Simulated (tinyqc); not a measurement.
Inside a calculation: carrier statistics of a doped semiconductor with parabolic bands. Values are carried at full precision from step to step, so a last printed digit may differ when a step is redone from the rounded ones.

Constants: kB = 8.617333262e-05 eV/K; hbar^2/2m0 = 3.80998211 eV angstrom^2.

Inputs chosen for the exercise (near those of Si; the results hold for these values, not for the real material):
```
symbol  value     unit    meaning
Eg0     1.149     eV      gap at 0 K
al      0.000485  eV/K    Varshni alpha
be      616       K       Varshni beta
T       250       K
ml      0.938     m0      longitudinal electron mass
mt      0.19      m0      transverse electron mass
Mv      6                 equivalent valleys
mhh     0.525     m0      heavy-hole mass
mlh     0.16      m0      light-hole mass
ND      2.6e+15   1/cm^3  donors
NA      4.4e+15   1/cm^3  acceptors
ED      0.0425    eV      donor level below Ec
EA      0.047     eV      acceptor level above Ev
```

## Gap and thermal energy

Eg(T) = Eg0 - al T^2/(T + be) (Varshni).

Eg = 1.11400 eV
kT = 0.021543 eV

The gap has shrunk by 35.0 meV from 0 K and is 51.7 kT wide.

## Effective densities of states

m_de = Mv^(2/3) (ml mt^2)^(1/3); m_dh = (mhh^(3/2) + mlh^(3/2))^(2/3); N = 2 (m kB T/(4 pi c))^(3/2) with c = hbar^2/2m0, in 1/angstrom^3; times 1e24 for 1/cm^3.

m_de = 1.0682 m0
m_dh = 0.5823 m0
Nc = 2.1077e+19 1/cm^3
Nv = 8.4835e+18 1/cm^3

The light holes supply 14.4 % of Nv, and Nc/Nv = 2.48.

## Intrinsic density and level

With Boltzmann statistics ni = sqrt(Nc Nv) exp(-Eg/2kT) and Ei = Eg/2 + (kT/2) ln(Nv/Nc), counted from Ev.

ni = 7.90e+07 1/cm^3
Ei = 0.5472 eV

Ei lies 9.8 meV below midgap, towards the band with the smaller density of states.

## Neutrality by bisection

Energies are counted from Ev, so Ec = Eg. n = Nc F_1/2((EF - Eg)/kT), p = Nv F_1/2(-EF/kT), ND+ = ND/(1 + 2 exp((EF - Eg + ED)/kT)), NA- = NA/(1 + 4 exp((EA - EF)/kT)); neutrality asks p + ND+ = n + NA-. F_j(eta) = (1/Gamma(j + 1)) integral_0^infinity x^j dx/(1 + exp(x - eta)), which tends to exp(eta) for eta << 0.

Start from the bracket [-0.2 eV, Eg + 0.2 eV]; at the midpoint EF take the sign of p + ND+ - n - NA-; where it is positive EF must rise. Fourteen steps are shown.

Bisection (eV, 1/cm^3):
```
step       low     high       EF         n         p       ND+       NA-  sign
1     -0.20000  1.31400  0.55700  1.25e+08  5.01e+07  2.60e+15  4.40e+15     -
2     -0.20000  0.55700  0.17850      2.92  2.14e+15  2.60e+15  4.36e+15     +
3      0.17850  0.55700  0.36775  1.91e+04  3.27e+11  2.60e+15  4.40e+15     -
4      0.17850  0.36775  0.27312       236  2.65e+13  2.60e+15  4.40e+15     -
5      0.17850  0.27312  0.22581      26.2  2.38e+14  2.60e+15  4.40e+15     -
6      0.17850  0.22581  0.20216      8.75  7.13e+14  2.60e+15  4.39e+15     -
7      0.17850  0.20216  0.19033      5.05  1.24e+15  2.60e+15  4.38e+15     -
8      0.17850  0.19033  0.18441      3.84  1.63e+15  2.60e+15  4.37e+15     -
9      0.17850  0.18441  0.18146      3.35  1.86e+15  2.60e+15  4.37e+15     +
10     0.18146  0.18441  0.18293      3.58  1.74e+15  2.60e+15  4.37e+15     -
11     0.18146  0.18293  0.18220      3.46  1.80e+15  2.60e+15  4.37e+15     +
12     0.18220  0.18293  0.18257      3.52  1.77e+15  2.60e+15  4.37e+15     +
13     0.18257  0.18293  0.18275      3.55  1.76e+15  2.60e+15  4.37e+15     -
14     0.18257  0.18275  0.18266      3.54  1.76e+15  2.60e+15  4.37e+15     -
```

Each step halves the bracket, which is 0.185 meV wide at the last row.

## The neutral state

Solve the neutrality condition for EF to convergence.

EF = 0.1826 eV
n = 3.53 1/cm^3
p = 1.77e+15 1/cm^3
ND+ = 2.60e+15 1/cm^3
NA- = 4.37e+15 1/cm^3

The material is p-type; 99.3 % of the acceptors are ionised. EF lies 8.48 kT inside the gap from the valence edge, so Boltzmann statistics would serve; n p/(Nc Nv exp(-Eg/kT)) = 1.000.

## Checks

- F_1/2(1) by the trapezoid rule against adaptive quadrature: both 1.575641.
- Positive against negative charge at the solution (1/cm^3): both 4.36774e+15.

tinyqc: `OMP_NUM_THREADS=1 python tinyqc.py 1682433 1682434 out.jsonl`; about 0.01 s, one thread, shared Intel(R) Xeon(R) Processor @ 2.30GHz.
